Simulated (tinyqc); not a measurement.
Inversion-layer mobility, back-scattering and ballistic limit of a field-effect transistor: one step, computed by the program tinyqc. Command: `OMP_NUM_THREADS=1 python tinyqc.py 3005514 3005515 out.jsonl mos walk`. One thread of a shared host (Intel(R) Xeon(R) Processor @ 2.30GHz), about 0.01 s of CPU time with the checks.

The charge at the top of the source barrier is fixed by the gate; series resistance and short-channel effects are left out. F_j are Fermi integrals normalised to exp(eta) in the classical limit.

Question. Back-scattering. F_j(eta) = (1/Gamma(j + 1)) int_0^infinity x^j/(1 + exp(x - eta)) dx, F_0 = ln(1 + exp(eta)). Integrals over x = E/(k_B T) use 160 Gauss-Legendre points in u = sqrt(x) from 0 to sqrt(max(eta, 0) + 32). Ballistic channel: N_2D = g_v m k_B T/(pi hbar^2), U = e V_D/(k_B T); eta_F solves N_inv = (N_2D/2)[F_0(eta_F) + F_0(eta_F - U)]; v_T = sqrt(2 k_B T/(pi m)); I/W = e (N_2D/2) v_T [F_1/2(eta_F) - F_1/2(eta_F - U)]; injection velocity v_T F_1/2(eta_F)/F_0(eta_F). Mean free path lambda = (2 k_B T/e)(mu/v_T) F_0(eta_0)/F_-1/2(eta_0), with eta_0 from N_inv = N_2D F_0(eta_0); critical length l = L (1 + U)^(-a), an empirical rule; back-scattering r = l/(l + lambda). Then eta solves N_inv = (N_2D/2)[(1 + r) F_0(eta) + (1 - r) F_0(eta - U)] and I/W = e (N_2D/2) v_T (1 - r)[F_1/2(eta) - F_1/2(eta - U)]. Ballistic ratio: I over the ballistic current. Apparent mobility 1/(1/mu + 1/mu_B), mu_B = mu L/lambda.

Inputs (values chosen for the exercise, modelled on a strained silicon n-channel):
```
quantity                           value  unit
transport mass m                    0.18   m_0
valley degeneracy g_v                  2     -
drain voltage V_D                   0.05     V
channel length L                      18    nm
exponent a of the critical length   0.77     -
temperature T                        300     K
```

Statistics at the top of the barrier: Fermi-Dirac.

inversion density N_inv = 9.267688e+12 1/cm^2

effective mobility mu = 550.6269 cm^2/(V s)

Constants: m_0 = 9.1093837015e-31 kg; k_B = 1.380649e-23 J/K; hbar = 1.054571817e-34 J s; k_B = 8.617333262e-05 eV/K; e = 1.602176634e-19 C.

Give: eta_0; mean free path lambda; critical length l; back-scattering coefficient r; current I/W; ballistic ratio; apparent low-field mobility.

Answer.

eta_0 = 2.2871

mean free path lambda = 33.828 nm

critical length l = 7.8581 nm

back-scattering coefficient r = 0.18851

current I/W = 917.00 microampere/micrometre

ballistic ratio = 0.77220

apparent low-field mobility = 191.24 cm^2/(V s)

L/lambda = 0.53, but at this drain voltage only the first 7.86 nm can return a carrier to the source, so the device works at 77 % of its ballistic limit.
